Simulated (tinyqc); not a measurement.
CMOS inverter, nodal equation and switching: one step of the calculation.

An n-channel pull-down (bn, VTn) and a p-channel pull-up (bp, VTp) share the input Vin and the output node Vout, which carries the load C. Transistor (EKV form, voltages against the body): I = 2 n b Vt^2 [F(vp - Vs) - F(vp - Vd)] from drain to source, F(v) = ln^2(1 + exp(v/(2 Vt))), vp = (Vg - VT + sg |Vd - Vs|)/n. n-channel bodies are at 0; for the p-channel device all voltages are counted down from Vdd. b in uA/V^2 gives I in uA. Static: In = Ip. Transient: C dVout/dt = Ip - In. No velocity saturation, no gate capacitance beyond C.

Task. Delays and energy. For a step input the delay to Vdd/2 is tHL = C times the integral of dV/(In - Ip) from Vdd/2 to Vdd at Vin = Vdd, and tLH likewise with Ip - In from 0 to Vdd/2 at Vin = 0. Energy drawn for one full cycle of the output: C Vdd^2. Leakage power: Vdd times the mean of the supply currents at Vin = 0 and Vdd.

Parameters, values chosen for the exercise:
```
symbol,value,unit,meaning
T,273,K,temperature
Vdd,0.6,V,supply voltage
n,1.17,,slope factor
sg,0.111,,drain-induced barrier lowering
VTn,0.36,V,n-channel threshold
VTp,0.31,V,p-channel threshold (magnitude)
bn,290,uA/V^2,gain factor of the pull-down transistor
bp,290,uA/V^2,gain factor of the pull-up transistor
C,2.2,fF,load capacitance
```

Constants: q = 1.602176634e-19 C, kB = 1.380649e-23 J/K, Vt = kB T/q. Results are converted to the units shown.

Give: tHL; tLH; energy; leakage power.

Result.

tHL = 63.44 ps
tLH = 46.19 ps
energy = 0.7920 fJ
leakage power = 0.01871 nW

tinyqc, about 0.03 s, one thread, Intel Xeon 2.30GHz (shared host): `OMP_NUM_THREADS=1 python tinyqc.py 2340058 2340059 out.jsonl`
